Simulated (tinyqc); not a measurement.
Global model of a low-pressure process discharge: electron temperature, density, ion flux and ion energy: one step, computed by the program tinyqc. Command: `OMP_NUM_THREADS=1 python tinyqc.py 3110466 3110467 out.jsonl plasma walk`. One thread of a shared host (Intel(R) Xeon(R) Processor @ 2.30GHz), about 0.01 s of CPU time with the checks.

Maxwellian electrons with temperature T_e in eV, one positive ion, no negative ions, uniform bulk density n; rate constants have the Arrhenius form.

Question. Geometry factors. n_g = p/(k_B T_g); lambda_i = 1/(n_g sigma); h_L = 0.86/sqrt(3 + L/(2 lambda_i)), h_R = 0.8/sqrt(4 + R/lambda_i); A_eff = 2 pi R^2 h_L + 2 pi R L h_R; d_eff = pi R^2 L/A_eff.

Inputs (values chosen for the exercise, of the order of those of an inductive discharge in a simple atomic gas):

| quantity | value | unit |
|---|---|---|
| ion-neutral cross section | 1.1e-18 | m^2 |
| pressure p | 0.55 | Pa |
| gas temperature T_g | 500 | K |
| radius R | 22 | cm |
| height L | 17 | cm |

Constants: k_B = 1.380649e-23 J/K.

Give: gas density n_g; ion mean free path; h_L; h_R; A_eff; d_eff.

Answer.

gas density n_g = 7.967e+19 1/m^3

ion mean free path = 1.141 cm

h_L = 0.2660

h_R = 0.1658

A_eff = 1199 cm^2

d_eff = 21.56 cm
